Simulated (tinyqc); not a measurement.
## Partial widths from the peak

Problem. A Breit-Wigner resonance has total width G = GL + GR and peak transmission Tp = 4 GL GR/G^2. GL is known to be the larger. Find GL, GR and the lifetime hbar/G.

Constants: q = 1.602176634e-19 C, hbar = 1.054571817e-34 J s. Results are converted to the units shown.

G = 3.0094579 meV
Tp = 0.90849511

Solution. GL and GR have the sum G and the product Tp G^2/4, so they are (G/2)(1 +/- sqrt(1 - Tp)).

GL = 1.960 meV
GR = 1.050 meV
lifetime = 218.7 fs

Computed by the program tinyqc: `OMP_NUM_THREADS=1 python tinyqc.py 2600026 2600027 out.jsonl`, one thread of a shared Intel Xeon 2.30GHz, about 0.08 s for the whole run.
